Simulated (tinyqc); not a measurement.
# Changing the diameter d

Model: single-domain magnet: Stoner-Wohlfarth switching, Neel-Arrhenius retention, LLG dynamics and spin torque. Computed by tinyqc, a small Python program. Command: `OMP_NUM_THREADS=1 python tinyqc.py 3023766 3023767 out.jsonl macro sweep`. One thread of a shared host (Intel(R) Xeon(R) Processor @ 2.30GHz), about 0.02 s of CPU time with the checks.

The moment is uniform, with unit vector m; z is the easy axis. mu_0 = 1.25663706212e-6 T m/A, gamma = 1.76085963023e11 rad/(s T).

Inputs (values chosen for the exercise, for a model magnet):
```
quantity,value,unit
saturation magnetisation M_s,938,kA/m
thickness t,1.8,nm
interface anisotropy K_i,1.56,mJ/m^2
bulk anisotropy K_u,0,kJ/m^3
exchange stiffness A,12,pJ/m
temperature T,250,K
attempt frequency f0,2,GHz
waiting time t_w,3.15e+08,s
damping alpha,0.028,-
spin-torque efficiency eta,0.4,-
drive I/I_c0,1.6,-
```

Shape: thin disc, easy axis normal to it.

Constants: k_B = 1.380649e-23 J/K; e = 1.602176634e-19 C; hbar = 1.054571817e-34 J s.

Method:
- The disc is treated as an oblate spheroid with p = t/d: N_z = [1 - p arccos(p)/sqrt(1 - p^2)]/(1 - p^2); V = pi d^2 t/4; K_eff = K_u + K_i/t + K_shape, K_shape = -(mu_0 M_s^2/4)(3 N_z - 1); mu_0 H_K = 2 K_eff/M_s.
- Delta = K_eff V/(k_B T); tau = exp(Delta)/f0; probability of a flip within t_w: P = 1 - exp(-t_w/tau). Wall width parameter sqrt(A/K_eff); a two-domain state costs 4 sqrt(A K_eff) times the cross-section that the wall cuts (d t).
- For axial symmetry and a polariser along z: I_c0 = (4 e alpha/(hbar eta)) K_eff V; relaxation time tau_D = (1 + alpha^2)/(alpha gamma mu_0 H_K); thermal start angle theta_0 = 1/sqrt(2 Delta); switching time about tau_D ln(pi/(2 theta_0))/(I/I_c0 - 1); precession frequency gamma mu_0 H_K/(2 pi (1 + alpha^2)).

One run for each value:
```
diameter d (nm),stability factor Delta,barrier of the wall path / k_B T,K_eff (kJ/m^3),critical current I_c0 (microampere),log10 of tau in s
11,24.27,55.63,489.80,35.64,1.24
17,51.52,81.04,435.24,75.65,13.07
20,68.63,93.54,418.93,100.78,20.51
25,102.32,114.21,399.71,150.24,35.14
31,151.24,138.86,384.24,222.07,56.38
37,209.43,163.40,373.50,307.50,81.65
46,314.07,200.10,362.39,461.15,127.10
56,454.77,240.78,354.06,667.74,188.20
```

Give the missing row, diameter d (nm) = 14.

Computed row; columns: (1) diameter d (nm); (2) stability factor Delta; (3) barrier of the wall path / k_B T; (4) K_eff (kJ/m^3); (5) critical current I_c0 (microampere); (6) log10 of tau in s:
```
(1)    (2)    (3)     (4)    (5)   (6)
14   36.73  68.43  457.52  53.93  6.65
```

Interpolating between the two neighbouring rows (the first column on a logarithmic scale, the others too where they are positive) misses most in log10 of tau in s, by 31 %. Over the rows, stability factor Delta rises from 24.3 to 455 (exponent d ln y / d ln x 1.7 between the first rows and 1.9 between the last); barrier of the wall path / k_B T rises from 55.6 to 241 (exponent d ln y / d ln x 0.86 between the first rows and 0.94 between the last); K_eff (kJ/m^3) falls from 490 to 354 (exponent d ln y / d ln x -0.28 between the first rows and -0.12 between the last). The wall path becomes the cheaper one between d = 25.0 and 31.0 nm; beyond that the true barrier follows the lower of the two. K_eff falls with d because N_z nears 1 as the disc gets flatter.

Caution (all rows): a flat cylinder has a smaller N_z than the spheroid of the same t/d, so K_eff of a real disc is larger. Caution (rows 31.0, 37.0, 46.0, 56.0): a domain wall can cross the element at lower cost, so the single-domain barrier is an upper bound.

Extremes, crossings and ranges named in words are read from the listed rows.
